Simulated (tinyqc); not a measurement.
Worked calculation: polytypes by hexagonality, and a cubic inclusion as a quantum well. Values are carried at full precision from step to step, so a last printed digit may differ when a step is redone from the rounded ones.

A layer is h if its two neighbours in the periodic sequence sit on the same site, k otherwise; the hexagonality h is the share of h layers.

Constants: hbar^2/2m0 = 3.80998211 eV angstrom^2.

Values chosen for the exercise (of the order of those of SiC; shifted at random, so the results belong to these values and not to a real crystal):
- E3 = 2.395 eV (gap of the cubic polytype)
- E2 = 3.329 eV (gap of 2H)
- Ev2 = 0.148 eV (valence top of 2H above that of 3C)
- P2 = -0.0432 C/m^2 (spontaneous polarisation of 2H)
- Es = 3.29 eV (gap at the hexagonality hs)
- hs = 0.5 (hexagonality up to which the first line holds)
- m = (0.291, 0.315) m0 (electron mass along c in the cubic layer and in the host)
- d = 2.516 angstrom (thickness of a double layer)
- eps = 9.9 (dielectric constant)
- N = 3 (double layers in the cubic inclusion)

## Hexagonality

Stacking sequences:
```
polytype  sequence
4H            ABCB
2H              AB
6H          ABCACB
3C             ABC
8H        ABCABACB
```

Give the h/k string and h of each.

Hexagonality:
```
polytype  h/k string       h
4H              hkhk  0.5000
2H                hh  1.0000
6H            hkkhkk  0.3333
3C               kkk  0.0000
8H          hkkkhkkk  0.2500
```

## Gaps and band edges

Gap: E3 + (Es - E3) h/hs for h up to hs, then linear from Es to E2 at h = 1. Valence top Ev2 h and polarisation P2 h, both counted from 3C; Ec = Ev + gap.

Evaluate for each polytype.

Results:
```
polytype  gap (eV)  Ev (eV)  Ec (eV)  P (C/m^2)
4H          3.2900   0.0740   3.3640   -0.02160
2H          3.3290   0.1480   3.4770   -0.04320
6H          2.9917   0.0493   3.0410   -0.01440
3C          2.3950   0.0000   2.3950    0.00000
8H          2.8425   0.0370   2.8795   -0.01080
```

The widest gap is that of 2H, the narrowest that of 3C. Ev and Ec both rise with h, so 3C collects electrons and the more hexagonal side holes: a staggered line-up.

## The bound level without the field

A cubic inclusion of width L = N d in the host (h = 0.5) is a well of depth V = Ec(host) - Ec(3C). Square well with mass mismatch: k tan(k L/2) = (m_w/m_b) q, k = sqrt(m_w E/c), q = sqrt(m_b (V - E)/c), c = hbar^2/2m0, lowest root. The depth of the level, V - E, is its binding, and the transition to the valence top of the host is gap(host) - (V - E). The step in polarisation gives a field |F| = |P|/(eps eps0) in a thin inclusion, eps0 = 8.8541878e-12 F/m.

Give V, L, the level E, its depth below the host conduction edge and the transition to the valence top of the host, gap(host) - (V - E).

V = 0.9690 eV
L = 7.548 angstrom
E above the bottom = 0.5069 eV
depth below the host edge = 0.4621 eV
transition = 2.8279 eV

The level keeps 48 % of the well depth. The transition lies above the gap of 3C itself (2.395 eV). At a few layers the effective-mass picture is only a guide.

## The polarisation field

Give |F|, the drop |F| L, the bound charge |P|/e per cm^2 (e = 1.602176634e-19 C), and, as a first estimate, the shift -|F| L/2 of the transition for an electron centred in the layer and a hole in the host on the high side.

|F| = 2.464 MV/cm
drop = 186.0 meV
bound charge = 1.35e+13 cm^-2
estimated shift = -93.0 meV

The drop is 19 % of the well depth. The host edge on the low side sinks by 93 meV against the centre, less than the 462 meV by which the flat well binds.

## Checks

- Square-well root against finite differences on a grid of 0.5 angstrom (eV): both 0.507.

Run: tinyqc, `OMP_NUM_THREADS=1 python tinyqc.py 1880333 1880334 out.jsonl`; Intel(R) Xeon(R) Processor @ 2.30GHz, one thread, shared host; about 0.04 s of CPU time with all checks.
